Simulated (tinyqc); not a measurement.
Worked calculation: lattice vibrations of a chain. One step of it, computed by the program tinyqc.

Task: Frequencies. omega^2 are the eigenvalues; wavenumber = 521.4708 sqrt(eigenvalue) 1/cm.

D(q) (eV/(angstrom^2 u)), lower triangle (Hermitian):
```
                     1                    2         3
1             1.308511
2  -0.351655-0.015441i             0.313333
3  -0.035810-0.288189i  -0.147185-0.008553i  0.347116
```

Give: eigenvalues; wavenumbers; weights |e|^2 of the mass-weighted modes.

Result:

eigenvalues: 0.0600  0.4229  1.4861

wavenumbers (1/cm): 127.7  339.1  635.7

weights |e|^2 of the mass-weighted modes:
```
        mode 1  mode 2  mode 3
atom 1  0.0985  0.0348  0.8666
atom 2  0.5297  0.3926  0.0777
atom 3  0.3718  0.5726  0.0556
```
